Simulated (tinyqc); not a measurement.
Through the transition: BHZ model on a square lattice (one spin block).

h(k) = e0 + d.s with s the Pauli matrices in the basis (E, H), k in units of 1/a: dx = (A/a) sin kx, dy = (A/a) sin ky, dz = M - (2B/a^2)(2 - cos kx - cos ky), e0 = -(2D/a^2)(2 - cos kx - cos ky). The other spin block is h*(-k). For small k this is the continuum model with dz = M - B k^2.

Parameters, chosen for this exercise (of the size used for HgTe wells; shifted at random, so the results belong to these values and not to a real crystal): A = 3.85 eV angstrom; B = -66.3 eV angstrom^2; D = -56.4 eV angstrom^2; a = 25 angstrom (grid spacing).

M is varied. Direct gap at Gamma 2|M|; smallest direct gap on kx = 0 to 1 in steps of 0.01; nu = 1 for M/B > 0, else 0; middle gap of a ribbon of 40 rows at kx = 0 (block (A/a) sy/(2i) + (B/a^2) sz + D/a^2 between rows, hard walls).

Against M (meV):

| M | 2\|M\| | smallest direct gap | nu | ribbon gap |
|---|---|---|---|---|
| -40 | 80.0 | 80.00 | 1 | 0.123 |
| -25 | 50.0 | 50.00 | 1 | 0.771 |
| -15 | 30.0 | 30.00 | 1 | 2.353 |
| -8 | 16.0 | 16.00 | 1 | 5.122 |
| -3 | 6.0 | 6.00 | 1 | 8.910 |
| 3 | 6.0 | 6.00 | 0 | 16.109 |
| 8 | 16.0 | 16.00 | 0 | 23.839 |
| 15 | 30.0 | 30.00 | 0 | 36.047 |
| 30 | 60.0 | 60.00 | 0 | 64.292 |

With B < 0, negative M is inverted. There edge states cross the bulk gap: the ribbon gap is 0.771 against 50.0 meV at M = -25 meV, and 8.910 against 6.0 at -3 meV, where the edge states overlap across the whole ribbon and confinement rules, while for positive M confinement raises it above 2|M| (36.05 against 30 meV at M = 15 meV). The smallest direct gap stays at Gamma on all rows.

(tinyqc, `OMP_NUM_THREADS=1 python tinyqc.py 1481951 1481952 out.jsonl`, Intel(R) Xeon(R) Processor @ 2.30GHz, 1 thread, shared host, about 0.08 s.)
